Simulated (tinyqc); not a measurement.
Interband optics of a two-band s-p chain from momentum matrix elements: sweeps and comparisons. A value that a table varies takes the place of the one given here.

H(k) = [[Es - 2 ts cos ka, 2i V sin ka], [-2i V sin ka, Ep_ + 2 tp cos ka]] in the basis s, p; the lower band is full, with two electrons a cell. The velocity operator times hbar is W = dH/dk (eV angstrom); intra-atomic dipoles are left out.

With w(k) = |<c|W|v>|^2 and D(k) = Ec - Ev, on the mesh k_j = (j + 1/2)/N (2 pi/a): eps(E) = 1 + (8 pi e2/(a Ar)) mean_j (w/D^2) [1/(D - E - i eta) + 1/(D + E + i eta)], e2 = e^2/(4 pi eps0); light polarised along the chains, no local fields.

Constants: e^2/(4 pi eps0) = 14.39964547 eV angstrom; hbar^2/2m0 = 3.80998211 eV angstrom^2.

Parameters, chosen for this exercise: a = 3.53 angstrom (period); Es = 2.2 eV (upper orbital (s)); Ep_ = -2.37 eV (lower orbital (p)); ts = 0.31 eV (s-s hopping); tp = 0.46 eV (p-p hopping); V = 1.78 eV (s-p hopping); Ar = 10.4 angstrom^2 (cross-section per chain); eta = 0.15 eV (Lorentzian half width); E = 2.35 eV (photon energy).

## Joint density of states against eps2

Mesh of 2000 points. J(E) = mean of (eta/pi)/((E - D)^2 + eta^2). The fourth column is J times the constant (8 pi^2 e2/(a Ar)) mean(w/D^2). R = |(sqrt(eps) - 1)/(sqrt(eps) + 1)|^2.

Spectrum:
```
E (eV)  J (1/eV)    eps2  eps2 with constant element    eps1      R
2.43       0.010   3.271                       0.744  23.185  0.433
3.04       0.105  46.943                       7.588  30.343  0.625
3.65       0.080  19.149                       5.785  -9.449  0.642
4.25       0.068   8.166                       4.961  -5.843  0.584
4.86       0.067   4.248                       4.896  -1.705  0.399
5.47       0.076   3.270                       5.547   3.294  0.172
6.08       0.212  18.237                      15.409  11.478  0.470
6.69       0.207  11.237                      14.991  -7.625  0.617
7.30       0.206   5.865                      14.981  -6.870  0.657
7.90       0.256   3.614                      18.591  -5.705  0.685
8.51       0.366   2.416                      26.550  -5.763  0.761
9.12       0.031   0.403                       2.230  -3.796  0.918
```

Transitions span 3.030 to 8.521 eV. Among the energies listed J peaks at 8.51 eV and eps2 at 3.04 eV. The ratio of eps2 to the constant-element value is 3.31 at 3.65 eV and 0.19 at 7.90 eV: w/D^2 is 17.201 angstrom^2 at the zone centre and 4.230 at the edge.

## Mesh against broadening

eps2 at E for three widths, and eps(0) at eta = 0; the last row is the mesh of 2000 points.

Convergence:
```
N     eta = 0.03 eV  eta = 0.1 eV  eta = 0.3 eV   eps(0)
4             0.007         0.023         0.069   2.9402
8             0.088         0.292         0.856   7.7772
16            0.391         1.292         3.598  11.8173
32            0.546         1.793         4.800  12.2764
64            0.552         1.813         4.833  12.2784
128           0.552         1.813         4.833  12.2784
2000          0.552         1.813         4.833  12.2784
```

The first N from which eps2 stays within 2 % of the last row is 32 for eta = 0.03, 32 for 0.1 and 32 for 0.3 eV; for eps(0) and 0.1 % it is 32. E lies outside the range of transitions, so eps2 is only the tail of the broadening and grows with eta.

## Static constant against the gap

Es takes the values listed; mesh of 400 points; the Penn-type estimate is 1 + 8 pi c e2 n_eff/(a Ar Dm^2) with Dm the f-weighted mean of D, f = w/(c D), n_eff = 2 mean(f), c = hbar^2/2m0.

Results:
```
Es (eV)  smallest D (eV)  Dm (eV)  n_eff  eps(0)  estimate
1.90               2.731    4.899  5.814  14.804    10.100
2.20               3.031    5.196  5.657  12.278     8.870
2.70               3.530    5.687  5.405   9.363     7.276
3.20               4.030    6.175  5.165   7.427     6.087
4.20               5.030    7.146  4.724   5.088     4.475
5.20               6.030    8.113  4.334   3.785     3.473
7.20               8.030   10.048  3.690   2.473     2.373
```

eps(0) - 1 falls from 13.804 to 1.473, as Dm^-3.11; a fixed n_eff would give the power -2, and n_eff goes from 5.814 to 3.690. The single-gap estimate is low by 34.1 % of eps(0) - 1 in the first row and 6.8 % in the last, since 1/D^2 favours the smallest separations. n_eff need not equal the 2 electrons of the cell: a two-orbital basis with chosen hoppings does not obey the free-electron sum rule.

## What moves the optical response

Mesh of 400 points; n_eff = 2 mean(w/(c D)), c = hbar^2/2m0. Each row changes one parameter from the base and keeps the others.

Results:
```
case                   smallest D (eV)  largest D (eV)  n_eff  eps(0)
base                             3.031           8.521  5.657  12.278
a = 3.707 angstrom               3.031           8.521  6.239  12.844
Es = 2.5 eV                      3.331           8.693  5.504  10.380
ts = 0.372 eV                    2.907           8.531  5.680  12.989
V = 1.958 eV                     3.031           9.114  6.435  13.635
Ar = 11.44 angstrom^2            3.031           8.521  5.657  11.253
```

The largest shifts from the base row, up to three for each result and ties (the steps differ in size, so this ranks the rows, not the parameters). smallest D (eV): Es +0.300, ts -0.124; unchanged at the printed digits by a, V and Ar. largest D (eV): V +0.593, Es +0.172, ts +0.011; unchanged at the printed digits by a and Ar. n_eff: V +0.777, a +0.582, Es -0.153; unchanged at the printed digits by Ar. eps(0): Es -1.899, V +1.357, Ar -1.025.

(tinyqc, `OMP_NUM_THREADS=1 python tinyqc.py 1651135 1651136 out.jsonl`, Intel(R) Xeon(R) Processor @ 2.30GHz, 1 thread, shared host, about 0.01 s.)
